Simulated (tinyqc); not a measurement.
What moves the count of states: density of states of one tight-binding band on the triangular lattice.

E(k) = -2 t (cos 2 pi k1 + cos 2 pi k2 + cos 2 pi (k1 + k2)); k in fractions of the reciprocal vectors, mesh k_i = j/N with j = 0 .. N-1. Densities are per cell and per spin, so the band holds one state.

Each cell of the mesh is cut along (i+1, j)-(i, j+1) into two triangles. For corner energies e1 <= e2 <= e3 and eij = ei - ej, the share of the triangle below E is n = (E - e1)^2/(e21 e31) for e1 < E < e2 and n = 1 - (e3 - E)^2/(e31 e32) for e2 < E < e3; its density of states is g = dn/dE.

Gaussian broadening: g(E) = mean over the mesh of exp(-(E - E_k)^2/(2 sigma^2))/(sigma sqrt(2 pi)), n(E) = mean of erfc((E_k - E)/(sigma sqrt 2))/2.

Values chosen for the exercise:
- t = 1.24 eV (nearest hopping)
- E = -2.57 eV (energy at which the density is wanted)
- sigma = 0.62 eV (Gaussian width)

Linear method and Gaussian sum with N = 48.

Results for these values:
```
case,n linear,g linear (1/eV),n Gaussian,g Gaussian (1/eV)
base,0.2208,0.0571,0.2223,0.0575
```

What happens to each result for sigma = 1.24 eV, all else kept?

Answer: n linear does not change at the printed digits; g linear does not change at the printed digits; n Gaussian rises from 0.2223 to 0.2266; g Gaussian rises from 0.0575 to 0.0588.

The same for each parameter in turn:
```
case,n linear,g linear (1/eV),n Gaussian,g Gaussian (1/eV)
base,0.2208,0.0571,0.2223,0.0575
t = 1.364 eV,0.2343,0.0535,0.2357,0.0537
E = -2.446 eV,0.2279,0.0579,0.2295,0.0584
sigma = 1.24 eV,0.2208,0.0571,0.2266,0.0588
```

tinyqc: `OMP_NUM_THREADS=1 python tinyqc.py 1651571 1651572 out.jsonl`; about 0.08 s, one thread, shared Intel(R) Xeon(R) Processor @ 2.30GHz.
